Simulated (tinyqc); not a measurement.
Series resistance and length offset from two lengths at two overdrives.

Question. In strong inversion R W = Rsd + k(x)(L - dL), k(x) = (1 + th1 x)/(mu0 Cox x), x the overdrive, Cox = eps0 eox/tox, with Rsd and dL independent of x. Find dL, Rsd, mu0 and th1.

Inputs (values chosen for the exercise):
- eox = 3.9 (relative permittivity of the gate insulator (close to silicon dioxide))
- tox = 3.6 nm (insulator thickness)

Constants: eps0 = 8.8541878128e-14 F/cm where lengths are in cm. Results are converted to the units shown.

total resistance times width (ohm um):
```
,L = 0.08 um,L = 0.31 um
overdrive 0.5 V,1158.45256,3184.99917
overdrive 1.12 V,871.756414,2041.93791
```

Solution. At each overdrive R W is a straight line in L; the two lines cross at L = dL, R W = Rsd. Their slopes give k x = (1 + th1 x)/(mu0 Cox), a straight line in x.

dL = 0.00300 um
Rsd = 480 ohm um
mu0 = 310 cm^2/(V s)
th1 = 0.620 1/V

Computed by the program tinyqc: `OMP_NUM_THREADS=1 python tinyqc.py 2210010 2210011 out.jsonl`, one thread of a shared Intel Xeon 2.30GHz, about 0.01 s for the whole run.
